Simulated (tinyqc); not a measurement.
Gap and radiative efficiency from Jsc and Voc.

Question. Photon flux above E from a black body at temperature T into a hemisphere: Phi(E, T) = A sum_k exp(-k E/th)[E^2 th/k + 2 E th^2/k^2 + 2 th^3/k^3], k = 1, 2, ..., with th = kB T/q in eV and A = 2 pi q^3/(h^3 c^2). A cell with a sharp absorption edge has Jsc = q fs X Phi(Eg, Ts) and Voc = Vt ln(1 + Jsc/J0), J0 = q ge Phi(Eg, T)/ERE. Find Eg and ERE.

Inputs (values chosen for the exercise):
- T = 298 K (cell temperature)
- Ts = 5778 K (temperature of the black-body sun)
- fs = 2.16e-5 (share of the hemisphere filled by the sun)
- X = 100 (concentration)
- ge = 1 (number of faces that emit)

Constants: q = 1.602176634e-19 C, kB = 1.380649e-23 J/K, h = 6.62607015e-34 J s, c = 299792458 m/s, Vt = kB T/q. Results are converted to the units shown.

Jsc = 3053.81733 mA/cm^2
Voc = 1.32048016 V

Answer. Phi falls steadily with E, so Jsc fixes Eg; Voc gives J0, and its ratio to the radiative dark current is 1/ERE.

Eg = 1.650 eV
ERE = 0.001000

Numbers from tinyqc (`OMP_NUM_THREADS=1 python tinyqc.py 2820004 2820005 out.jsonl`; about 0.01 s on one thread of a shared Intel Xeon 2.30GHz).
